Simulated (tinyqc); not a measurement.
# Electron continuity equation in a given potential, Scharfetter-Gummel discretisation, step by step

Program tinyqc, `OMP_NUM_THREADS=1 python tinyqc.py 2220070 2220071 out.jsonl`; Intel Xeon 2.30GHz, shared host, one thread, about 0.01 s. Printed values are rounded.

Steady state in one dimension: J = q mu n E + q D dn/dx with E = -dpsi/dx and D = mu Vt, dJ/dx = 0, fixed densities nL and nR at the ends. The potential is given, psi = U x/L, and is not changed by the electrons.

Inputs (values chosen for the exercise); mobility close to that of silicon at room temperature:
```
symbol   value        unit                               meaning
T          300           K                           temperature
mu        1340  cm^2/(V s)                     electron mobility
L          6.3          um                  length of the region
nL        4e14       cm^-3                      density at x = 0
nR      2.7e15       cm^-3                      density at x = L
U        0.095           V  potential difference psi(L) - psi(0)
```

Constants: q = 1.602176634e-19 C, kB = 1.380649e-23 J/K, Vt = kB T/q. Results are converted to the units shown.

## Potential on the mesh

10 equal intervals, h = L/10; psi = U x/L.

| node | psi (V) |
|---|---|
| 0 | 0.0000000 |
| 1 | 0.0095000 |
| 2 | 0.0190000 |
| 3 | 0.0285000 |
| 4 | 0.0380000 |
| 5 | 0.0475000 |
| 6 | 0.0570000 |
| 7 | 0.0665000 |
| 8 | 0.0760000 |
| 9 | 0.0855000 |
| 10 | 0.0950000 |

## Bernoulli factors

d_i = (psi_(i+1) - psi_i)/Vt; B(d) = d/(exp(d) - 1), B(0) = 1. The flux on interval i is J_i = (q D/h) [n_(i+1) B(d_i) - n_i B(-d_i)].

| interval | d_i | B(d_i) | B(-d_i) |
|---|---|---|---|
| 0 | 0.367476 | 0.827490 | 1.19497 |
| 1 | 0.367476 | 0.827490 | 1.19497 |
| 2 | 0.367476 | 0.827490 | 1.19497 |
| 3 | 0.367476 | 0.827490 | 1.19497 |
| 4 | 0.367476 | 0.827490 | 1.19497 |
| 5 | 0.367476 | 0.827490 | 1.19497 |
| 6 | 0.367476 | 0.827490 | 1.19497 |
| 7 | 0.367476 | 0.827490 | 1.19497 |
| 8 | 0.367476 | 0.827490 | 1.19497 |
| 9 | 0.367476 | 0.827490 | 1.19497 |

The largest |d_i| is 0.367, below 2, so central differences would also keep densities positive.

## Tridiagonal system for the inner nodes

Row i (1 to 9): B(-d_(i-1)) n_(i-1) + b_i n_i + B(d_i) n_(i+1) = f_i with b_i = -B(-d_i) - B(d_(i-1)) and f_i = 0; the known end values are moved to the right: f_1 loses B(-d_0) nL and f_9 loses B(d_9) nR. h = L/10, D = mu Vt.

| node | diagonal b | right side f (cm^-3) |
|---|---|---|
| 1 | -2.02246 | -4.77986e14 |
| 2 | -2.02246 | 0 |
| 3 | -2.02246 | 0 |
| 4 | -2.02246 | 0 |
| 5 | -2.02246 | 0 |
| 6 | -2.02246 | 0 |
| 7 | -2.02246 | 0 |
| 8 | -2.02246 | 0 |
| 9 | -2.02246 | -2.23422e15 |

## Densities and current

B(d_i) and B(-d_i) are the Bernoulli factors of the potential steps, b and f the diagonal and right side. Solve B(-d_(i-1)) n_(i-1) + b_i n_i + B(d_i) n_(i+1) = f_i (end values already in f), then J_i = (q D/h) [n_(i+1) B(d_i) - n_i B(-d_i)], h = L/10, D = mu Vt.

| node | n (cm^-3) |
|---|---|
| 0 | 4e14 |
| 1 | 4.26572e14 |
| 2 | 4.64943e14 |
| 3 | 5.20355e14 |
| 4 | 6.00375e14 |
| 5 | 7.15931e14 |
| 6 | 8.82803e14 |
| 7 | 1.12378e15 |
| 8 | 1.47177e15 |
| 9 | 1.97430e15 |
| 10 | 2.7e15 |

| interval | J (A/cm^2) |
|---|---|
| 0 | -11.0126 |
| 1 | -11.0126 |
| 2 | -11.0126 |
| 3 | -11.0126 |
| 4 | -11.0126 |
| 5 | -11.0126 |
| 6 | -11.0126 |
| 7 | -11.0126 |
| 8 | -11.0126 |
| 9 | -11.0126 |

Without sources J is the same on every interval. A mesh 200 times finer gives the same densities: for a potential that is linear on each interval and no sources the scheme is exact.

## Three discretisations compared

10 equal intervals. Fluxes J_i = (q D/h)(n_(i+1) P_i - n_i Q_i), d_i = (psi_(i+1) - psi_i)/Vt: Scharfetter-Gummel P = B(d), Q = B(-d), B(d) = d/(exp(d) - 1); central P = 1 - d/2, Q = 1 + d/2; upwind P = 1 + max(-d, 0), Q = 1 + max(d, 0). Balance at each inner node: J_i - J_(i-1) = 0. The reference is Scharfetter-Gummel on 2000 intervals.

Densities (cm^-3):

| node | Scharfetter-Gummel | central | upwind | reference |
|---|---|---|---|---|
| 0 | 4.000e14 | 4.000e14 | 4.000e14 | 4.000e14 |
| 1 | 4.266e14 | 4.258e14 | 4.387e14 | 4.266e14 |
| 2 | 4.649e14 | 4.632e14 | 4.915e14 | 4.649e14 |
| 3 | 5.204e14 | 5.175e14 | 5.638e14 | 5.204e14 |
| 4 | 6.004e14 | 5.961e14 | 6.626e14 | 6.004e14 |
| 5 | 7.159e14 | 7.102e14 | 7.978e14 | 7.159e14 |
| 6 | 8.828e14 | 8.757e14 | 9.826e14 | 8.828e14 |
| 7 | 1.124e15 | 1.116e15 | 1.235e15 | 1.124e15 |
| 8 | 1.472e15 | 1.464e15 | 1.581e15 | 1.472e15 |
| 9 | 1.974e15 | 1.968e15 | 2.054e15 | 1.974e15 |
| 10 | 2.700e15 | 2.700e15 | 2.700e15 | 2.700e15 |

Largest errors as a share of the largest reference density listed: Scharfetter-Gummel under 1e-7 %, central 0.30 %, upwind 4.1 %. The largest |d| is 0.367. Upwinding stays positive but acts as if D were larger by the factor 1 + |d|/2, up to 1.18 here.
